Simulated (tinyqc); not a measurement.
# Abrupt p-n junction, non-linear Poisson equation by Newton steps: two studies

One dimension, p side on the left, n side on the right; net doping C = -Na for x < 0 and +Nd for x > 0. The potential psi is counted from the intrinsic level, and the quasi-Fermi potentials are flat: 0 for holes and -V for electrons, so n = ni exp((psi + V)/Vt) and p = ni exp(-psi/Vt) (Boltzmann statistics, full ionisation, no current).

Values chosen for this exercise; band and dielectric values close to those of gallium phosphide: temperature T = 273 K; band gap Eg = 2.29 eV; relative permittivity eps_r = 11.1; conduction-band density of states at T Nc = 1.58e19 cm^-3; valence-band density of states at T Nv = 1.67e19 cm^-3; acceptor density of the p side Na = 2.3e16 cm^-3; donor density of the n side Nd = 7.6e16 cm^-3; bias of the p side against the n side V = 0.59 V.

Constants: q = 1.602176634e-19 C, kB = 1.380649e-23 J/K, Vt = kB T/q, eps0 = 8.8541878128e-14 F/cm where lengths are in cm. Results are converted to the units shown.

Each table varies one quantity; the others keep the values above.

## Capacitance and field against bias

The Poisson equation d/dx(eps0 eps_r dpsi/dx) = -q (p - n + C) is solved on a mesh of more than 1000 nodes that ends in neutral material (psi_p = -Vt ln(Na/ni), psi_n = Vt ln(Nd/ni) - V). C_j = q d/dV of the integral of p over x, from the linearised equation. ni = sqrt(Nc Nv) exp(-Eg/(2 Vt)), Eg in volts. Depletion approximation: Vbi = Vt ln(Na Nd/ni^2), W = sqrt(2 eps0 eps_r (Vbi - V)(1/Na + 1/Nd)/q), xp = W Nd/(Na + Nd), xn = W Na/(Na + Nd), peak field 2 (Vbi - V)/W, capacitance eps0 eps_r/W. The last column applies it to an abrupt Na-Nd junction.

Results:
```
V (V)  peak |E| (kV/cm)  C_j (nF/cm^2)  1/C_j^2 (cm^4/uF^2)  eps0 eps_r/C_j (nm)  abrupt depletion C (nF/cm^2)
0                 106.3          26.62                 1412                369.3                         26.30
-1.25             136.0          20.80                 2311                472.5                         20.65
-2.5              160.3          17.65                 3210                556.8                         17.56
-3.75             181.3          15.60                 4109                630.0                         15.54
-5                200.2          14.13                 5008                695.5                         14.08
-7.5              233.4          12.12                 6807                810.9                         12.09
-8.75             248.3          11.39                 7706                862.8                         11.37
-10               262.4          10.78                 8605                911.7                         10.76
```

Estimate the missing row, V = -6.25 V.

Computed row:
```
V (V)  peak |E| (kV/cm)  C_j (nF/cm^2)  1/C_j^2 (cm^4/uF^2)  eps0 eps_r/C_j (nm)  abrupt depletion C (nF/cm^2)
-6.25             217.4          13.01                 5908                755.4                         12.97
```

With this row back in the table: With V going from 0 to -10 V, C_j falls from 26.6 to 10.8 nF/cm^2 and the peak field rises from 106 to 262 kV/cm. The slope of 1/C_j^2, read as N = 2/(q eps0 eps_r |slope|), gives 1.77e16 cm^-3 between the first two rows and 1.77e16 cm^-3 between the last two, against Na Nd/(Na + Nd) = 1.77e16 cm^-3; the slopes of all rows agree within 0.01 %, as for uniform doping at both edges. At the end C_j goes as (Vbi - V)^(-0.50) with Vbi = 2.01 V, and it is 0.20 % above the abrupt depletion formula (at the first row 1.2 % above it).

## Effect of the doping Na

Exact first integral for an abrupt junction with thick neutral sides: psi_p = -Vt ln(Na/ni), psi_n = Vt ln(Nd/ni) - V, psi_j = (Nd psi_n + Na psi_p - Vt (Nd - Na))/(Na + Nd) at the junction, n_j = ni exp((psi_j + V)/Vt), p_j = ni exp(-psi_j/Vt), and E_j^2 = (2 q/(eps0 eps_r)) [Nd (psi_n - psi_j - Vt) + Vt (n_j + p_j)] (minority densities of the neutral sides neglected).

The same in every row: ni (cm^-3) = 0.011835.

Effect of the doping Na:
```
Na (cm^-3)  Vbi (V)  W (nm)  share of W on the n side (%)  peak field, depletion (kV/cm)  peak field, exact (kV/cm)
2.5e15       1.9573  832.49                        3.1847                         32.847                     32.829
6.7e15       1.9805  526.36                        8.1016                         52.833                     51.951
1.8e16       2.0037  345.22                        19.149                         81.902                     80.527
4.7e16       2.0263  246.33                        38.211                         116.62                     114.69
1.2e17       2.0483  196.09                        61.224                         148.74                     146.32
3.3e17       2.0721  171.57                        81.281                         172.77                     170.01
8.6e17       2.0947  162.59                        91.880                         185.09                     182.21
2.3e18       2.1178  159.62                        96.801                         191.43                     190.75
```

What does the comparison show?

As Na rises, Vbi rises from 1.96 to 2.12 V, 54.2 mV a decade (Vt ln 10), and W falls from 832 to 160 nm. The exponent d ln W/d ln Na is -0.47 between the first two rows and -0.02 between the last two: the lighter-doped side sets the width, and Na passes Nd = 7.6e16 cm^-3 within the table. The depletion field is 0.057 % above the exact one in the first row and 0.36 % above it in the last.

Numbers from tinyqc (`OMP_NUM_THREADS=1 python tinyqc.py 2000030 2000031 out.jsonl`; about 0.02 s on one thread of a shared Intel Xeon 2.30GHz).
